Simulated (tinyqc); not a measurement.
Trap density from two Hall measurements.

Problem. p-type body, charge-sheet picture, full ionisation (an idealisation for deep acceptors), Boltzmann statistics for free electrons. e = Ec - EF at the surface. psi = Eg - Vt ln(Nv/Na) - e; N_dep = sqrt(2 eps0 eps_r Na (psi - Vt)/q); n_f = sqrt(N_dep^2 + 2 eps0 eps_r Vt Nc exp(-e/Vt)/q) - N_dep; Vg = Vfb + psi + q (N_dep + n_t + n_f)/Cox, Cox = eps0 eox/tox. Find e and n_t at both points and the mean trap density between them.

Parameters, values chosen for the exercise; band and dielectric values close to those of 4H silicon carbide:
```
symbol,value,unit,meaning
T,400,K,temperature
Eg,3.2,eV,band gap
eps_r,9.81,,relative permittivity
Nc,2.63e19,cm^-3,conduction-band density of states at T
Nv,3.93e19,cm^-3,valence-band density of states at T
eox,3.9,,relative permittivity of the insulator
tox,35,nm,insulator thickness
Na,3.4e16,cm^-3,acceptor density
Vfb,-2.21,V,flat-band voltage without trapped charge
```

Constants: q = 1.602176634e-19 C, kB = 1.380649e-23 J/K, Vt = kB T/q, eps0 = 8.8541878128e-14 F/cm where lengths are in cm. Results are converted to the units shown.

Vg (V): [2.7033103, 3.6752488]
free sheet density from the Hall effect (cm^-2): [2.1947217e10, 2.3722372e11]

Solution. Each n_f fixes e; what the gate voltage holds beyond psi, N_dep and n_f is trapped; the difference quotient is the density, smeared over a few Vt.

e (eV): [0.1860, 0.1000]
n_t (cm^-2): [2.929e11, 6.076e11]
mean trap density = 3.658e12 cm^-2 eV^-1

tinyqc, about 0.03 s, one thread, Intel Xeon 2.30GHz (shared host): `OMP_NUM_THREADS=1 python tinyqc.py 2222065 2222066 out.jsonl`
